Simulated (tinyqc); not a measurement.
Thermoelectric coefficients of one resonant level, Landauer integrals: one step of the calculation.

Transmission X(x) = (g/2)^2/[(x - y)^2 + (g/2)^2] with x = (E - EF)/kB T, two spin channels. I_k = int X x^k w dx over all x, w = 1/(4 cosh^2(x/2)).

Task. The three integrals on a coarse grid. Simpson's rule on nE equally spaced points from -xm to xm.

Parameters, values chosen for the exercise: full width of the level over kB T g = 4.8; level position (E0 - EF)/kB T y = 3.1; half-range of the grid xm = 12; points of the grid nE = 21.

Give: x; X; w; I_0, I_1, I_2 on this grid.

Result.

```
point       x        X         w
0      -12.00  0.02464  6.144e-6
1      -10.80  0.02895  2.040e-5
2       -9.60  0.03448  6.772e-5
3       -8.40  0.04174  2.248e-4
4       -7.20  0.05150  7.455e-4
5       -6.00  0.06503  0.002467
6       -4.80  0.08449  0.008096
7       -3.60   0.1137   0.02589
8       -2.40   0.1600   0.07625
9       -1.20   0.2375    0.1779
10       0.00   0.3748    0.2500
11       1.20   0.6147    0.1779
12       2.40   0.9216   0.07625
13       3.60   0.9584   0.02589
14       4.80   0.6659  0.008096
15       6.00   0.4065  0.002467
16       7.20   0.2552  7.455e-4
17       8.40   0.1702  2.248e-4
18       9.60   0.1200  6.772e-5
19      10.80  0.08855  2.040e-5
20      12.00  0.06779  6.144e-6
```

I_0, I_1, I_2 on this grid: 0.4349  0.3938  1.500

Computed by the program tinyqc: `OMP_NUM_THREADS=1 python tinyqc.py 2800040 2800041 out.jsonl`, one thread of a shared Intel Xeon 2.30GHz, about 0.02 s for the whole run.
